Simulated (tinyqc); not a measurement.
p-type polysilicon, carrier trapping at grain boundaries: one step of the calculation.

One-dimensional grains of size Lg, uniform ionised doping N, monovalent traps Qt at each boundary at a depth Et below (for electrons) or above (for holes) the band edge there, abrupt depletion of width W on each side of a boundary, Boltzmann statistics. xi is the distance from the band edge at the grain centre to the Fermi level. Trapped charge Qt/(1 + exp((xi + VB - Et)/Vt)) = 2 N W, barrier VB = q N W^2/(2 eps0 eps_r).

Problem. Resistivity and effective mobility. n0 = NB exp(-xi/Vt); mean density n0 (1 - 2 W/Lg) by charge balance in a partly depleted grain, and n0 (sqrt(pi)/2) erf(u)/u with u = sqrt(VB/Vt) in a fully depleted one; v = sqrt(kB T/(2 pi ms m0)); barrier resistivity Vt exp(VB/Vt)/(q fe n0 v Lg); grain resistivity (1 - 2 W/Lg)/(q n0 mug); effective mobility 1/(q mean density total resistivity).

Inputs (values chosen for the exercise); values of the order met in polycrystalline silicon:
- T = 300 K (temperature)
- NB = 2.65e19 cm^-3 (valence-band density of states at T)
- Lg = 27 nm (grain size)
- ms = 0.38 m0 (mass for thermionic emission)
- fe = 0.5 (correction factor of the emission rate)
- mug = 98 cm^2/(V s) (mobility inside the grains)

Constants: q = 1.602176634e-19 C, kB = 1.380649e-23 J/K, m0 = 9.1093837015e-31 kg, Vt = kB T/q. Results are converted to the units shown.

W = 13.5 nm
xi = 0.34793037 V
VB = 0.057782616 V

Find: n0; mean density; v; barrier resistivity; grain resistivity; resistivity; effective mobility.

Solution.

n0 = 3.7868e13 cm^-3
mean density = 2.1673e13 cm^-3
v = 4.3639e6 cm/s
barrier resistivity = 6760.9 ohm cm
grain resistivity = 0.0000 ohm cm
resistivity = 6760.9 ohm cm
effective mobility = 42.595 cm^2/(V s)

The resistivity is 43500 times that of a single crystal with the same N and mobility mug, and the mean density is 0.00529 % of N.

Computed by the program tinyqc: `OMP_NUM_THREADS=1 python tinyqc.py 2830256 2830257 out.jsonl`, one thread of a shared Intel Xeon 2.30GHz, about 0.01 s for the whole run.
